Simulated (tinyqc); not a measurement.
Inside a calculation (part 2 of 2). Method: RKS/exchange-only LDA in the sto-3g basis, for H6, spin multiplicity 1. Computed by tinyqc, a small Python program that keeps every step (integrals from PySCF). Command: `OMP_NUM_THREADS=1 python tinyqc.py 29790 29791 out.jsonl` (the two numbers bound the seeds that draw the settings). One thread of a shared host (Intel(R) Xeon(R) Processor @ 2.60GHz), about 0.6 s of CPU time with the checks.

Geometry (angstrom):
```
atom         x         y         z
H     0.000000  0.000000  0.000000
H     0.000000  0.000000  1.348000
H     0.000000  0.000000  3.152000
H     0.000000  0.000000  4.500000
H     0.000000  0.000000  6.303000
H     0.000000  0.000000  7.652000
```

## Convergence

Stop when the energy changes by less than 1e-10 hartree and every element of the error matrix X^T (F D S - S D F) X is below 3e-06.

Course of the cycle:
```
iteration  E (hartree)     change  largest element of the error matrix
1          -0.73213159          -                             1.22e-01
2          -2.12459250  -1.39e+00                             4.66e-01
3          -1.90399356   2.21e-01                             4.21e-01
4          -1.98003104  -7.60e-02                             4.51e-01
5          -1.83183881   1.48e-01                             4.06e-01
6          -1.83791628  -6.08e-03                             4.08e-01
7          -1.82578841   1.21e-02                             4.03e-01
8          -2.71160627  -8.86e-01                             1.58e-01
9          -2.68121599   3.04e-02                             2.25e-01
10         -2.74360672  -6.24e-02                             1.63e-03
11         -2.74350496   1.02e-04                             1.08e-02
12         -2.74360309  -9.81e-05                             4.23e-03
13         -2.74362056  -1.75e-05                             4.04e-04
14         -2.74362071  -1.54e-07                             1.55e-04
15         -2.74362074  -2.34e-08                             9.84e-07
16         -2.74362074  -2.04e-12                             6.25e-09
```

PySCF RKS in the same basis, fine grid = -2.74366779 hartree

Converged in 16 iterations. The coarse grid moves the energy by +4.71e-05 hartree.

## Populations, bond orders and dipole

D after iteration 16, lower triangle:
```
           1H 1s      2H 1s      3H 1s      4H 1s     5H 1s     6H 1s
1H 1s   0.763108
2H 1s   0.727854   0.749709
3H 1s  -0.053317   0.151905   0.755558
4H 1s  -0.243013  -0.054000   0.700972   0.755472
5H 1s   0.010102  -0.029181  -0.054123   0.152223  0.749903
6H 1s   0.101786   0.010090  -0.243556  -0.053371  0.727982  0.763383
```

overlap S, lower triangle:
```
          1H 1s     2H 1s     3H 1s     4H 1s     5H 1s     6H 1s
1H 1s  1.000000
2H 1s  0.317682  1.000000
3H 1s  0.013179  0.163074  1.000000
4H 1s  0.000465  0.013179  0.317682  1.000000
5H 1s  0.000001  0.000124  0.013208  0.163328  1.000000
6H 1s  0.000000  0.000001  0.000465  0.013179  0.317247  1.000000
```

Mulliken: Z minus the diagonal of D S on the atom; Loewdin: the same with S^(1/2) D S^(1/2); Mayer order: 2 sum_s sum (D(s) S)_ij (D(s) S)_ji over the two atoms.

Charges (e):
```
atom   Mulliken    Loewdin
1H     0.006482   0.005719
2H    -0.004991  -0.004278
3H    -0.001485  -0.001437
4H    -0.001492  -0.001440
5H    -0.004997  -0.004284
6H     0.006483   0.005719
```

Mayer bond orders:
```
pair      order
2-1    0.927715
3-1   -0.000008
3-2    0.071190
4-1    0.061896
4-2    1.09e-06
4-3    0.866645
5-1    3.98e-07
5-2    0.001069
5-3    1.02e-06
5-4    0.071464
6-1    0.010355
6-2    4.02e-07
6-3    0.062170
6-4   -0.000008
6-5    0.927441
```

dipole moment about the origin, x y z (debye): 0.000000  0.000000  -0.000057
